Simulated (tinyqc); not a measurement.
WKB tunnelling through a gate dielectric with a two-band (Franz) dispersion, step by step. Values are carried at full precision from step to step, so a last printed digit may differ when a step is redone from the rounded ones.

Constants: hbar^2/2m0 = 3.80998211 eV angstrom^2.

Inputs chosen for the exercise (of the size used for Si3N4 on silicon; not measured data):
- phi = 2.08 eV (barrier above the electron energy at the emitter)
- t = 46 angstrom (thickness)
- V = 1.6 V (voltage across the layer)
- Eg = 5.03 eV (gap of the dielectric)
- m = 0.41 m0 (mass at the conduction edge)

## Shape of the barrier

Field V/t (1 V/angstrom = 100 MV/cm), the end of the forbidden region x_e = min(t, phi t/V), and u there.

field = 3.48 MV/cm
x_e = 46.00 angstrom
u(x_e) = 0.480 eV

V < phi: a trapezoid, direct tunnelling through the whole layer.

## Decay constant through the layer

At depth x the conduction edge lies u(x) = phi - V x/t above the electron. Parabolic: kappa = sqrt(m u/c). Franz: kappa = sqrt(m u (1 - u/Eg)/c), which vanishes at both band edges. c = hbar^2/2m0. T = exp(-2 integral of kappa dx) over the region u > 0; no image force, no prefactor, zero transverse momentum. The region ends at x_e = min(t, phi t/V); x_e < t is the Fowler-Nordheim regime.

Nine points x = j x_e/8.

kappa (1/angstrom):
```
x (angstrom)  u (eV)  parabolic   Franz
0.000         2.0800     0.4731  0.3623
5.750         1.8800     0.4498  0.3559
11.500        1.6800     0.4252  0.3470
17.250        1.4800     0.3991  0.3353
23.000        1.2800     0.3711  0.3205
28.750        1.0800     0.3409  0.3021
34.500        0.8800     0.3077  0.2795
40.250        0.6800     0.2705  0.2516
46.000        0.4800     0.2273  0.2162
```

At the emitter the Franz value is 23.4 % below the parabolic one, the factor sqrt(1 - phi/Eg).

## The integrals by Simpson's rule

Weights 1, 4, 2, 4, 2, 4, 2, 4, 1 times a third of the spacing.

integral of kappa dx: parabolic 16.770, Franz 14.283

## The integrals in closed form

Parabolic: (2/3) sqrt(m/c) (t/V) (phi^(3/2) - u_e^(3/2)). Franz: sqrt(m/c) Eg^(3/2) (t/V) (f(phi/Eg) - f(u_e/Eg)) with f(y) = ((2y - 1) sqrt(y (1 - y)) + arcsin(sqrt y))/4. u_e = max(phi - V, 0). T = exp(-2 I).

integral of kappa dx: parabolic 16.7704, Franz 14.2830

T: parabolic 2.71e-15, Franz 3.93e-13

The two-band dispersion raises T by a factor 145.

## Checks

- Franz integral in closed form against adaptive quadrature: both 14.2830.

tinyqc: `OMP_NUM_THREADS=1 python tinyqc.py 1451209 1451210 out.jsonl`; about 0.01 s, one thread, shared Intel(R) Xeon(R) Processor @ 2.30GHz.
